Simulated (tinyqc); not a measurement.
Worked calculation: plane-wave Kohn-Sham cycle with exchange-only LDA in a layered model solid. Computed by tinyqc, a small Python program that keeps every step. Settings: points = 16, plane-wave index or count = 2, electrons = 4, k points = 3, area = 33.0, mixing = 0.8, iteration cap = 58. Command: `OMP_NUM_THREADS=1 python tinyqc.py 29370 29371 out.jsonl` (the two numbers bound the seeds that draw the settings). One thread of a shared host (Intel(R) Xeon(R) Processor @ 2.60GHz), about 0.01 s of CPU time with the checks. Later iterations appear only in the table of the cycle.

## Iteration 1: potential

A solid whose potential varies along x alone (atomic units):
```
parameter                      value
period a                    8.300000
cross-section of the cell  33.000000
electrons per cell                 4
grid points                       16
plane waves -n..n, n               2
k points                           3
V1 in V1 cos(2 pi x/a)     -0.260000
```

density at the start, on the grid x_j = j a/N (e/bohr^3): [0.0146039, 0.0146039, 0.0146039, 0.0146039, 0.0146039, 0.0146039, 0.0146039, 0.0146039, 0.0146039, 0.0146039, 0.0146039, 0.0146039, 0.0146039, 0.0146039, 0.0146039, 0.0146039]

V_H(G) = 4 pi rho(G)/G^2 for G != 0 (uniform background); v_x = -(3 rho/pi)^(1/3); V = V_ext + V_H + v_x; Fourier components f(G_m) = (1/N) sum_j f(x_j) exp(-i G_m x_j).

Potentials on the grid (hartree):
```
x           V_ext      V_H       v_x         V
0.00000  -0.26000  0.00000  -0.24070  -0.50070
0.51875  -0.24021  0.00000  -0.24070  -0.48091
1.03750  -0.18385  0.00000  -0.24070  -0.42455
1.55625  -0.09950  0.00000  -0.24070  -0.34020
2.07500         0  0.00000  -0.24070  -0.24070
2.59375   0.09950  0.00000  -0.24070  -0.14120
3.11250   0.18385  0.00000  -0.24070  -0.05685
3.63125   0.24021  0.00000  -0.24070  -0.00049
4.15000   0.26000  0.00000  -0.24070   0.01930
4.66875   0.24021  0.00000  -0.24070  -0.00049
5.18750   0.18385  0.00000  -0.24070  -0.05685
5.70625   0.09950  0.00000  -0.24070  -0.14120
6.22500         0  0.00000  -0.24070  -0.24070
6.74375  -0.09950  0.00000  -0.24070  -0.34020
7.26250  -0.18385  0.00000  -0.24070  -0.42455
7.78125  -0.24021  0.00000  -0.24070  -0.48091
```

V(G_m), m = 0, 1, 2, ... (hartree): [-0.24070, -0.13000, 0.00000, 0.00000, 0.00000]

## Iteration 1: Hamiltonian at one k

k = 0.00000 2 pi / a

H(m,m') = (k + G_m)^2/2 delta + V(G_m - G_m'), with V(-G) = V(G).

H (hartree), order -2, -1, +0, +1, +2:
$$\begin{pmatrix}
0.90543 & -0.13000 & 0.00000 & 0.00000 & 0.00000 \\
-0.13000 & 0.04583 & -0.13000 & 0.00000 & 0.00000 \\
0.00000 & -0.13000 & -0.24070 & -0.13000 & 0.00000 \\
0.00000 & 0.00000 & -0.13000 & 0.04583 & -0.13000 \\
0.00000 & 0.00000 & 0.00000 & -0.13000 & 0.90543
\end{pmatrix}$$

## Iteration 1: levels at that k

Diagonalise the Hermitian matrix.

eigenvalues (hartree): [-0.33321, 0.02660, 0.11846, 0.92466, 0.92530]

## Iteration 1: new density

Motion across x is left out: the lowest 2 band(s) hold two electrons at each of the k points (j + 1/2)/nk - 1/2. Residual R = rho(out) - rho(in); rho(new) = rho(in) + 0.8 R. rho(out) = 2/(a A nk) sum |psi|^2 with psi = sum c exp(i G x). Harris energy E = band energy - dV sum rho (V_H/2 + v_x) + (3/4) dV sum rho v_x with rho(in), dV = a A/N, band energy = (2/nk) sum of the filled levels.

rho(out) (e/bohr^3): [0.0194876, 0.0201715, 0.0210946, 0.0202139, 0.0168656, 0.0122903, 0.0082514, 0.0057399, 0.0049200, 0.0057399, 0.0082514, 0.0122903, 0.0168656, 0.0202139, 0.0210946, 0.0201715]

density after iteration 1 (e/bohr^3): [0.0185109, 0.0190580, 0.0197965, 0.0190919, 0.0164133, 0.0127530, 0.0095219, 0.0075127, 0.0068568, 0.0075127, 0.0095219, 0.0127530, 0.0164133, 0.0190919, 0.0197965, 0.0190580]

energy per cell = -0.4752206 hartree

## Iteration 2: potential

As before.

Potentials on the grid (hartree):
```
x           V_ext       V_H       v_x         V
0.00000  -0.26000   0.13150  -0.26049  -0.38900
0.51875  -0.24021   0.12472  -0.26304  -0.37853
1.03750  -0.18385   0.10282  -0.26639  -0.34742
1.55625  -0.09950   0.06378  -0.26319  -0.29891
2.07500         0   0.01015  -0.25026  -0.24011
2.59375   0.09950  -0.04932  -0.23007  -0.17990
3.11250   0.18385  -0.10267  -0.20872  -0.12754
3.63125   0.24021  -0.13918  -0.19287  -0.09183
4.15000   0.26000  -0.15209  -0.18708  -0.07917
4.66875   0.24021  -0.13918  -0.19287  -0.09183
5.18750   0.18385  -0.10267  -0.20872  -0.12754
5.70625   0.09950  -0.04932  -0.23007  -0.17990
6.22500         0   0.01015  -0.25026  -0.24011
6.74375  -0.09950   0.06378  -0.26319  -0.29891
7.26250  -0.18385   0.10282  -0.26639  -0.34742
7.78125  -0.24021   0.12472  -0.26304  -0.37853
```

V(G_m), m = 0, 1, 2, ... (hartree): [-0.23729, -0.07760, 0.00150, 0.00010, 0.00010]

## Iteration 2: Hamiltonian at one k

k = 0.00000 2 pi / a

As before.

H (hartree), order -2, -1, +0, +1, +2:
$$\begin{pmatrix}
0.90884 & -0.07760 & 0.00150 & 0.00010 & 0.00010 \\
-0.07760 & 0.04924 & -0.07760 & 0.00150 & 0.00010 \\
0.00150 & -0.07760 & -0.23729 & -0.07760 & 0.00150 \\
0.00010 & 0.00150 & -0.07760 & 0.04924 & -0.07760 \\
0.00010 & 0.00010 & 0.00150 & -0.07760 & 0.90884
\end{pmatrix}$$

## Iteration 2: levels at that k

As before.

eigenvalues (hartree): [-0.27478, 0.04079, 0.08117, 0.91570, 0.91600]

## Iteration 2: new density

As before.

rho(out) (e/bohr^3): [0.0170111, 0.0176329, 0.0187336, 0.0187949, 0.0169950, 0.0138254, 0.0105181, 0.0081622, 0.0073265, 0.0081622, 0.0105181, 0.0138254, 0.0169950, 0.0187949, 0.0187336, 0.0176329]

density after iteration 2 (e/bohr^3): [0.0173111, 0.0179179, 0.0189462, 0.0188543, 0.0168786, 0.0136110, 0.0103189, 0.0080323, 0.0072326, 0.0080323, 0.0103189, 0.0136110, 0.0168786, 0.0188543, 0.0189462, 0.0179179]

energy per cell = -0.4245534 hartree

## Convergence

Stop when sqrt(dV sum R^2) is below 1e-8, dV = a A/N.

Course of the cycle:
```
iteration  E (hartree)  norm of the residual
1           -0.4752206              1.00e-01
2           -0.4245534              1.59e-02
3           -0.4234570              2.75e-03
4           -0.4234246              4.94e-04
5           -0.4234237              8.57e-05
6           -0.4234237              1.62e-05
7           -0.4234237              2.93e-06
8           -0.4234237              5.85e-07
9           -0.4234237              1.11e-07
10          -0.4234237              2.32e-08
11          -0.4234237              4.59e-09
```

Converged in 11 iterations. Before convergence this energy mixes input and output and is not variational, so it may rise towards its limit.
